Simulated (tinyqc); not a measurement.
RHF in the 6-311g basis, for He, spin multiplicity 1, step by step. One step of it, computed by the program tinyqc.

Task: Orthogonalisation. S = U s U^T; symmetric (Loewdin) form X = U s^(-1/2) U^T, so that X^T S X = 1.

overlap S:
```
          1He 1s    1He 2s    1He 3s
1He 1s  1.000000  0.680472  0.328596
1He 2s  0.680472  1.000000  0.751574
1He 3s  0.328596  0.751574  1.000000
```

Give: eigenvalues of S; X.

Result:

eigenvalues of S: 0.1357  0.6734  2.1908

X:
```
         1He 1s   1He 2s   1He 3s
1He 1s   1.3166  -0.6459   0.1507
1He 2s  -0.6459   1.8555  -0.7714
1He 3s   0.1507  -0.7714   1.4367
```
